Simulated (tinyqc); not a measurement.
From results back to parameters: gated graphene: carriers, quantum capacitance and optical conductivity. Four cases, with inputs chosen for the exercise.

Problem. At low temperature the interband edge lies at 2|mu|, n = mu^2/(pi hv^2), and V = mu/e + e n/Cox with Cox/e^2 = k/(4 pi e2 t), e2 = e^2/(4 pi eps0), t in angstrom. The edge and the voltage are given; hv is hidden.

Constants: e^2/(4 pi eps0) = 14.39964547 eV angstrom.

Case 1.

Values chosen (out of a larger set: Fermi velocity near that of graphene, gate dielectric near hBN; not measured data): k = 3.27 (dielectric constant of the gate layer); t = 30 nm (its thickness).

edge = 0.4000 eV
V = 4.55091 V

Case 2.

Values chosen (out of a larger set: Fermi velocity near that of graphene, gate dielectric near hBN; not measured data): k = 3.32 (dielectric constant of the gate layer); t = 30 nm (its thickness).

edge = 0.6200 eV
V = 11.9683 V

Case 3.

Values chosen (out of a larger set: Fermi velocity near that of graphene, gate dielectric near SiO2; not measured data): k = 3.76 (dielectric constant of the gate layer); t = 90 nm (its thickness).

edge = 0.5600 eV
V = 22.9174 V

Case 4.

Values chosen (out of a larger set: Fermi velocity near that of graphene, gate dielectric near SiO2; not measured data): k = 4.09 (dielectric constant of the gate layer); t = 30 nm (its thickness).

edge = 0.3360 eV
V = 2.85631 V

Find: n; hv; vF (hbar = 6.58211957e-16 eV s).
Solution. mu is half the edge; n = Cox (V - mu/e)/e; hv = mu/sqrt(pi n).

Case 1.

n = 2.62e+12 1/cm^2
hv = 6.97 eV angstrom
vF (hbar = 6.58211957e-16 eV s) = 1.06e+06 m/s

Case 2.

n = 7.13e+12 1/cm^2
hv = 6.55 eV angstrom
vF (hbar = 6.58211957e-16 eV s) = 9.95e+05 m/s

Case 3.

n = 5.23e+12 1/cm^2
hv = 6.91 eV angstrom
vF (hbar = 6.58211957e-16 eV s) = 1.05e+06 m/s

Case 4.

n = 2.03e+12 1/cm^2
hv = 6.66 eV angstrom
vF (hbar = 6.58211957e-16 eV s) = 1.01e+06 m/s

Computed by tinyqc, one run a case: `OMP_NUM_THREADS=1 python tinyqc.py N N+1 out.jsonl` with N = 1652280, 1652419, 1652546, 1652617; one thread of a shared Intel(R) Xeon(R) Processor @ 2.30GHz, about 0.01 s a run at most.
